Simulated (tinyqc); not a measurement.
# Metal-interlayer-semiconductor contact, depinning against tunnelling resistance: contact resistivity against the donor density

Zero bias, n-type semiconductor. Gap states at the semiconductor surface thin out as exp(-be ti), which unpins the barrier; electrons must then cross the interlayer (a rectangular barrier, no voltage drop across it) and the parabolic depleted layer, both by WKB. Energies E are counted from the Fermi level; no image force, parabolic bands.

S = 1/(1 + (1/S0 - 1) exp(-be ti)); phiB = S (phiM - chi) + (1 - S)(Eg - E0); xi = Ec - EF deep inside, from Nd = Nc F(-xi/Vt), F(x) = (2/sqrt(pi)) int_0^infinity sqrt(u) du/(1 + exp(u - x)); band bending U = phiB - xi; E00 = (hbar/2) sqrt(Nd/(eps0 eps_r mt m0)) in volts; A = 4 pi q mA m0 kB^2/h^3. With U = phiB - xi: for xi < E < phiB, y = (E - xi)/U and G1 = (U/E00) [sqrt(1 - y) - y ln((1 + sqrt(1 - y))/sqrt(y))], G1 = 0 above phiB; G2 = 2 ti sqrt(mi max(phiB + dE - E, 0)/C), C = hbar^2/(2 m0); f = 1/(1 + exp(E/Vt)); 1/rho_c = (A T^2/Vt^2) times the integral of exp(-G1 - G2) f over E from xi upwards. Shares under 0.001 % are printed as 0; rows without band bending are left out.

Inputs (values chosen for the exercise); semiconductor values close to those of germanium; interlayer mass of the order of that in lanthanum oxide, offset chosen freely:
```
symbol    value   unit                                                           meaning
T           300      K                                                       temperature
Eg        0.636     eV                                                          band gap
eps_r      15.4                                                    relative permittivity
chi        3.97     eV                                                 electron affinity
Nc      1.04e19  cm^-3                            conduction-band density of states at T
mt        0.121     m0                              tunnelling mass in the semiconductor
mA          1.1     m0                                                   Richardson mass
E0        0.089     eV                    charge-neutrality level above the valence band
S0        0.051                                        pinning factor without interlayer
phiM       4.17     eV                                               metal work function
ti          1.1     nm                                              interlayer thickness
dE         2.14     eV  conduction-band offset of the interlayer above the semiconductor
mi          0.3     m0                                 tunnelling mass in the interlayer
be          3.6   1/nm               decay constant of gap states through the interlayer
```

Constants: q = 1.602176634e-19 C, kB = 1.380649e-23 J/K, eps0 = 8.8541878128e-12 F/m, hbar = 1.054571817e-34 J s, h = 6.62607015e-34 J s, m0 = 9.1093837015e-31 kg, Vt = kB T/q, hbar^2/(2 m0) = 0.0380998212 eV nm^2. Results are converted to the units shown.

The same in every row: S = 0.738; phiB (eV) = 0.291.

Contact resistivity against the donor density:
```
Nd (cm^-3)	E00/Vt	rho_c (ohm cm^2)	rho_c with G2 = 0 (ohm cm^2)	peak of the integrand (eV)	share above phiB (%)
3.5e17	0.311	0.373	4.30e-5	0.274	28.3
8.8e17	0.494	0.187	2.02e-5	0.248	14.2
2.2e18	0.780	0.0613	5.96e-6	0.191	4.65
5.7e18	1.26	0.0108	9.08e-7	0.101	0.818
1.4e19	1.97	0.00155	1.16e-7	0.0373	0.118
3.7e19	3.20	2.21e-4	1.51e-8	0.00167	0.0167
9.3e19	5.07	4.94e-5	3.11e-9	-0.0211	0.00374
2.4e20	8.15	1.53e-5	8.71e-10	-0.0393	0.00116
6e20	12.9	6.66e-6	3.29e-10	-0.0530	0
```

As Nd goes from 3.5e17 to 6e20, phiB stays at 0.291 eV and rho_c falls from 0.373 to 6.66e-6 ohm cm^2. rho_c goes as Nd^(-0.75) between the first two rows and Nd^(-0.91) between the last two, while E00/Vt goes from 0.311 to 12.9 and the share above the barrier from 28.3 to 0 %. The ratio of rho_c to its value with G2 = 0 runs from 8670 to 20200.

Range of the model: The depletion charge would drop about 0.32 V across such an interlayer (eps_r near 25) at ti = 1.1 nm and Nd = 1.9e20 cm^-3, against a band bending of 0.51 V; this model leaves that drop out.

tinyqc, about 0.02 s, one thread, Intel Xeon 2.30GHz (shared host): `OMP_NUM_THREADS=1 python tinyqc.py 2270074 2270075 out.jsonl`
